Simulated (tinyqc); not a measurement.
## p-n diode with diffusion and depletion-layer recombination: currents and ideality against junction voltage

Abrupt junction in the depletion approximation, low injection, full ionisation, neutral widths fixed, ohmic contact on the p side. Vj is the junction voltage; where a series resistance Rs is given, V = Vj + J Rs is the terminal voltage.

ni = sqrt(Nc Nv) exp(-Eg/(2 Vt)), Eg in volts; D = mu Vt; Ln = sqrt(Dn tn), Lp = sqrt(Dp tp); J0n = q ni^2 Dn coth(wp/Ln)/(Ln Na); J0p = (q ni^2 Dp/(Lp Nd)) (s + tanh(wn/Lp))/(1 + s tanh(wn/Lp)), s = Sp Lp/Dp. J_diff = (J0n + J0p)(exp(Vj/Vt) - 1). Vbi = Vt ln(Na Nd/ni^2), W = sqrt(2 eps0 eps_r (Vbi - Vj)(1/Na + 1/Nd)/q), xp = W Nd/(Na + Nd), xn = W Na/(Na + Nd); u(x) = q Na (x + xp)^2/(2 eps0 eps_r) for x < 0 and Vbi - Vj - q Nd (xn - x)^2/(2 eps0 eps_r) for x > 0; p = Na exp(-u/Vt), n = Nd exp((u - Vbi + Vj)/Vt); U = ni^2 (exp(Vj/Vt) - 1)/(tp (n + ni exp(Et/Vt)) + tn (p + ni exp(-Et/Vt))); J_scr = q times the integral of U from -xp to xn. J = J_diff + J_scr. Ideality = (1/Vt) dVj/d ln J or (1/Vt) dV/d ln J; last column ni^2 exp(Vj/Vt)/N^2.

Values chosen for this exercise; band and dielectric values close to those of silicon: temperature T = 250 K; band gap Eg = 1.13 eV; relative permittivity eps_r = 11.7; conduction-band density of states at T Nc = 2.1e19 cm^-3; valence-band density of states at T Nv = 1.98e19 cm^-3; acceptor density Na = 2.5e16 cm^-3; donor density Nd = 8.5e15 cm^-3; electron mobility in the p side mun = 810 cm^2/(V s); hole mobility in the n side mup = 400 cm^2/(V s); electron lifetime tn = 7e-6 s; hole lifetime tp = 2e-9 s; neutral width of the p side wp = 33 um; neutral width of the n side wn = 120 um; recombination velocity at the n contact Sp = 1e7 cm/s; series resistance Rs = 0.00063 ohm cm^2; trap level above the intrinsic level Et = 0.2 eV.

Constants: q = 1.602176634e-19 C, kB = 1.380649e-23 J/K, Vt = kB T/q, eps0 = 8.8541878128e-14 F/cm where lengths are in cm. Results are converted to the units shown.

Result of one run:

| J_diff (A/cm^2) | J_scr (A/cm^2) | J (A/cm^2) | V (V) | ideality against Vj | ideality against V | minority/doping, lighter side |
|---|---|---|---|---|---|---|
| 6.393e-7 | 1.941e-6 | 2.580e-6 | 0.3900 | 1.498 | 1.498 | 6.955e-9 |

Which junction voltage at which recombination is evaluated Vj gave this result: 0.2, 0.26, 0.33, 0.39 or 0.45 V?

Vj = 0.39 V.

The whole series:

| Vj (V) | J_diff (A/cm^2) | J_scr (A/cm^2) | J (A/cm^2) | V (V) | ideality against Vj | ideality against V | minority/doping, lighter side |
|---|---|---|---|---|---|---|---|
| 0.2 | 9.450e-11 | 1.134e-8 | 1.144e-8 | 0.2000 | 1.462 | 1.462 | 1.028e-12 |
| 0.26 | 1.531e-9 | 6.563e-8 | 6.716e-8 | 0.2600 | 1.670 | 1.670 | 1.666e-11 |
| 0.33 | 3.946e-8 | 4.140e-7 | 4.535e-7 | 0.3300 | 1.685 | 1.685 | 4.293e-10 |
| 0.39 | 6.393e-7 | 1.941e-6 | 2.580e-6 | 0.3900 | 1.498 | 1.498 | 6.955e-9 |
| 0.45 | 1.036e-5 | 9.377e-6 | 1.973e-5 | 0.4500 | 1.253 | 1.253 | 1.127e-7 |
| 0.51 | 1.678e-4 | 4.784e-5 | 2.156e-4 | 0.5100 | 1.099 | 1.099 | 1.826e-6 |
| 0.57 | 0.002718 | 2.427e-4 | 0.002961 | 0.5700 | 1.039 | 1.039 | 2.958e-5 |
| 0.63 | 0.04404 | 7.523e-4 | 0.04479 | 0.6300 | 1.013 | 1.015 | 4.792e-4 |
| 0.69 | 0.7135 | 9.677e-4 | 0.7145 | 0.6905 | 1.001 | 1.022 | 0.007763 |

The ideality against Vj goes from 1.46 through a maximum of 1.69 (at Vj = 0.33 V among the rows listed) to 1.00. Diffusion overtakes recombination in the layer between Vj = 0.39 and 0.45 V. J_scr alone has an ideality of 1.59 between the first two rows and 11.1 between the last two.

Program tinyqc, `OMP_NUM_THREADS=1 python tinyqc.py 2260143 2260144 out.jsonl`; Intel Xeon 2.30GHz, shared host, one thread, about 0.01 s.
